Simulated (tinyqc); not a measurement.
Sheet resistance of a shallow doped layer with concentration-dependent mobility and limited activation: one step, computed by the program tinyqc.

A layer of one dopant lies in a background of the opposite type. Current flows parallel to the surface down to the junction; depletion is ignored.

Question. Local values. C(x) = C_s exp(-x^2/(2 l^2)). Active density N = min(C, C_a); carriers n = N - C_B; mobility mu = mu_min + (mu_max - mu_min)/(1 + ((N + C_B)/N_r)^alpha). Conductivity e n mu. Depths are 0, 0.2, 0.4, 0.6, 0.8 and 0.95 of x_j.

Inputs (values chosen for the exercise, modelled on arsenic in silicon):
```
quantity                      value        unit
surface concentration C_s   1.3e+21      1/cm^3
length l                         86          nm
background C_B              1.6e+15      1/cm^3
mobility floor mu_min          51.9  cm^2/(V s)
mobility mu_max                1420  cm^2/(V s)
reference density N_r      9.39e+16      1/cm^3
exponent alpha                0.673           -
anneal temperature T            750           C
```

Profile: Gaussian.

junction depth x_j = 448.6509 nm

active limit C_a = 9.572009e+19 1/cm^3

Constants: e = 1.602176634e-19 C.

Give: Along the depth.

Answer.

Along the depth:
```
x (nm)  C (1/cm^3)  N (1/cm^3)  mu (cm^2/(V s))  conductivity (S/cm)
0.0      1.300e+21   9.572e+19               65            9.923e+02
89.7     7.543e+20   9.572e+19               65            9.923e+02
179.5    1.474e+20   9.572e+19               65            9.923e+02
269.2    9.692e+18   9.692e+18              110            1.703e+02
358.9    2.146e+17   2.146e+17              549            1.873e+01
426.2    6.030e+15   6.030e+15             1207            8.565e-01
```
